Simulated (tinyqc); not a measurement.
Raising U: Hubbard chain of 4 sites, mean field against exact. Computed by the program tinyqc. 

one-body matrix (hopping and site energies) (eV):
```
,1,2,3,4
1,0.0000,-0.8900,0.0000,0.0000
2,-0.8900,0.0000,-0.8900,0.0000
3,0.0000,-0.8900,0.0000,-0.8900
4,0.0000,0.0000,-0.8900,0.0000
```

electrons, up and down: 2  2

Collinear unrestricted mean field (the lowest of 40 random starts) against exact diagonalisation.

Exact and mean-field results (eV):
```
U,U/t,E exact,E mean field,mean |n_up - n_down|,"double occupancy, exact",first gap in the sector
0.4500,0.5056,-3.553816,-3.530201,0.0000,0.2238,0.9753
0.8900,1.0000,-3.182075,-3.090201,0.0000,0.1988,0.8710
1.7800,2.0000,-2.559589,-2.222364,0.3935,0.1521,0.7020
2.6700,3.0000,-2.089210,-1.639373,0.6966,0.1138,0.5757
3.5600,4.0000,-1.738299,-1.276546,0.8199,0.0849,0.4808
5.3400,6.0000,-1.274423,-0.873092,0.9177,0.0494,0.3539
7.1200,8.0000,-0.994283,-0.660442,0.9534,0.0312,0.2765
10.6800,12.0000,-0.683581,-0.442926,0.9792,0.0152,0.1903
17.8000,20.0000,-0.417072,-0.266554,0.9925,0.0057,0.1161
```

In absolute terms mean field is worst at U/t = 4.0, 0.462 eV too high: at small U it is nearly exact, and at large U it misses only exchange-scale energies. Its local moments set in at U/t = 2.0 of those listed, a broken symmetry that the exact state of a finite cluster with equal spins does not have. Relative to the exact energy its error is 0.7 % at the smallest U, 36 % at most and 36 % at the largest. The double occupancy falls from 0.224 to 0.006; at the largest U the first gap is 0.65 times the exchange scale 4t^2/U.
